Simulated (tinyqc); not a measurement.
From results back to parameters: deep level as a short-range spherical well. Three cases, with inputs chosen for the exercise.

Problem. In the Lucovsky model sigma goes as (h nu - Et)^(3/2)/(h nu)^3. The ratio of the cross-sections at h1 and h2 was computed from a hidden Et.

Find: y = (h1 - Et)/(h2 - Et); Et.

Method. y = [ratio (h1/h2)^3]^(2/3), and Et = (h1 - y h2)/(1 - y): the plot of (sigma (h nu)^3)^(2/3) against h nu is a line through Et.

Case 1.

Values chosen (out of a larger set: near those of GaAs; not measured data): h1 = 0.711 eV (first photon energy); h2 = 1.058 eV (second photon energy).

sigma(h1)/sigma(h2) = 0.515294

Solution.

y = (h1 - Et)/(h2 - Et) = 0.2903
Et = 0.569 eV

Case 2.

Values chosen (out of a larger set: near those of InP; not measured data): h1 = 0.746 eV (first photon energy); h2 = 1.347 eV (second photon energy).

sigma(h1)/sigma(h2) = 0.671550

Solution.

y = (h1 - Et)/(h2 - Et) = 0.2352
Et = 0.561 eV

Case 3.

Values chosen (out of a larger set: near those of GaN; not measured data): h1 = 0.586 eV (first photon energy); h2 = 0.853 eV (second photon energy).

sigma(h1)/sigma(h2) = 0.521007

Solution.

y = (h1 - Et)/(h2 - Et) = 0.3056
Et = 0.469 eV

Computed by tinyqc, one run a case: `OMP_NUM_THREADS=1 python tinyqc.py N N+1 out.jsonl` with N = 1250845, 1250983, 1251002; one thread of a shared Intel(R) Xeon(R) Processor @ 2.30GHz, about 0.01 s a run at most.
